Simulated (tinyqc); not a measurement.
Inside a calculation. Method: one-electron ion in a basis of Gaussians. One step of it, computed by the program tinyqc.

Task: Matrices over normalised Gaussians. With p = a_i + a_j and I(k) = Gamma((k+1)/2) / (2 p^((k+1)/2)): S = I(2l+2), T = (2l+3) a_i a_j S / p, V = -Z I(2l+1), each divided by sqrt(S_ii S_jj).

exponents of r^l exp(-a r^2) (1/bohr^2): 2.192000  8.083000  29.800000  109.900000

Z = 4

l = 0

Give: S; T; V.

Result:

S, lower triangle:
```
        1       2       3       4
1  1.0000
2  0.7416  1.0000
3  0.3591  0.7417  1.0000
4  0.1457  0.3591  0.7416  1.0000
```

T (hartree), lower triangle:
```
        1        2        3         4
1  3.2880
2  3.8365  12.1245
3  2.1999  14.1477  44.7000
4  0.9396   8.1118  52.1554  164.8500
```

V (hartree), lower triangle:
```
          1         2         3         4
1   -9.4504
2  -10.7297  -18.1475
3   -9.1688  -20.6043  -34.8448
4   -6.9641  -17.6063  -39.5616  -66.9158
```
